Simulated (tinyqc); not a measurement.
Hot electrons in a saturated n-channel MOSFET, lucky-electron model: one step of the calculation.

Beyond pinch-off the lateral field grows as Esat cosh(y/l) over the velocity-saturated region (pseudo-two-dimensional model). Impact ionisation in this region gives the substrate current, which biases the body forward through Rsub. Currents are per width. Local-field laws: they overstate ionisation when the field peak is narrower than an energy relaxation length.

Problem. Length and field scales. Cox = 3.9 eps0/tox, l = sqrt(3 tox xj), Esat = 2 vs/mu.

Values chosen for this exercise; values close to those of silicon n-channel devices:
```
symbol  value        unit              meaning
L        0.35          um       channel length
tox       8.9          nm      oxide thickness
xj        120          nm       junction depth
mu        420  cm^2/(V s)   effective mobility
vs      9.7e6        cm/s  saturation velocity
```

Constants: eps0 = 8.8541878128e-14 F/cm where lengths are in cm. Results are converted to the units shown.

Give: Cox; l; Esat; Esat L.

Solution.

Cox = 0.38799 uF/cm^2
l = 56.604 nm
Esat = 0.046190 MV/cm
Esat L = 1.6167 V

Program tinyqc, `OMP_NUM_THREADS=1 python tinyqc.py 2550084 2550085 out.jsonl`; Intel Xeon 2.30GHz, shared host, one thread, about 0.01 s.
